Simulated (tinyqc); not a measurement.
Length of a polyene: Hueckel, PPP and singles CI along the polyenes. Computed by the program tinyqc. 

All-trans chains of carbon centres 1.40 angstrom apart:
```
parameter                               value
beta (eV), times 1 +/- alternation  -2.670000
alternation                          0.100000
W (eV)                              11.160000
gamma_rr (eV)                       11.470000
repulsion formula                          MN
```

Hueckel uses the same beta without repulsion; CIS keeps all single excitations and so misses the low, doubly excited 2Ag state. W is the valence ionisation energy of a centre, MN the Mataga-Nishimoto formula, f the oscillator strength.

Gaps and excitations (eV):
```
centres  Hueckel gap  PPP orbital gap  bright singlet (CIS)      f  lowest triplet (CIS)
2              5.874           11.297                 8.898  0.763                 2.850
4              3.944            8.819                 6.328  1.146                 1.952
6              3.061            7.595                 5.169  1.585                 1.550
8              2.563            6.876                 4.501  1.993                 1.334
10             2.246            6.410                 4.071  2.376                 1.205
12             2.027            6.087                 3.775  2.739                 1.122
14             1.869            5.854                 3.563  3.091                 1.064
```

The Hueckel gap tends to 4 x alternation x |beta| = 1.07 eV for long chains. Exchange opens the PPP orbital gap, and the attraction of electron and hole brings the bright state 2.29 eV below it at 14 centres; the triplet lies 2.50 eV lower still.
